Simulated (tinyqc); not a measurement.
Sp3 tight binding, zinc-blende lattice, step by step. One step of it, computed by the program tinyqc.

Question. Bloch Hamiltonian at G. Slater-Koster rules over the four bonds with direction cosines (l, m, n): ss V_ss; s-px l V_sp; px-s -l V_sp; px-px l^2 V_pps + (1 - l^2) V_ppp; px-py l m (V_pps - V_ppp); each times exp(i k.d).

Parameters chosen for this model: zinc-blende lattice, anion at 0, cation at a/4 (1,1,1); V = eta hbar^2 / (m d^2), hbar^2/m = 7.619964 eV angstrom^2:
```
parameter          value      unit
a               5.790000  angstrom
d               2.507144  angstrom
Es anion      -14.390000        eV
Ep anion       -7.110000        eV
Es cation     -14.390000        eV
Ep cation      -7.110000        eV
eta ss         -1.400000
eta sp          1.840000
eta pp sigma    3.240000
eta pp pi      -0.810000
V ss           -1.697159        eV
V sp            2.230552        eV
V pp sigma      3.927711        eV
V pp pi        -0.981928        eV
```

k point G (2 pi / a): [0, 0, 0]

Give: H(k) at G.

Answer.

H(k) at G (eV), order a s, a px, a py, a pz, c s, c px, c py, c pz:
$$\begin{pmatrix}
-14.3900 & 0.0000 & 0.0000 & 0.0000 & -6.7886 & 0.0000 & 0.0000 & 0.0000 \\
0.0000 & -7.1100 & 0.0000 & 0.0000 & 0.0000 & 2.6185 & 0.0000 & 0.0000 \\
0.0000 & 0.0000 & -7.1100 & 0.0000 & 0.0000 & 0.0000 & 2.6185 & 0.0000 \\
0.0000 & 0.0000 & 0.0000 & -7.1100 & 0.0000 & 0.0000 & 0.0000 & 2.6185 \\
-6.7886 & 0.0000 & 0.0000 & 0.0000 & -14.3900 & 0.0000 & 0.0000 & 0.0000 \\
0.0000 & 2.6185 & 0.0000 & 0.0000 & 0.0000 & -7.1100 & 0.0000 & 0.0000 \\
0.0000 & 0.0000 & 2.6185 & 0.0000 & 0.0000 & 0.0000 & -7.1100 & 0.0000 \\
0.0000 & 0.0000 & 0.0000 & 2.6185 & 0.0000 & 0.0000 & 0.0000 & -7.1100
\end{pmatrix}$$
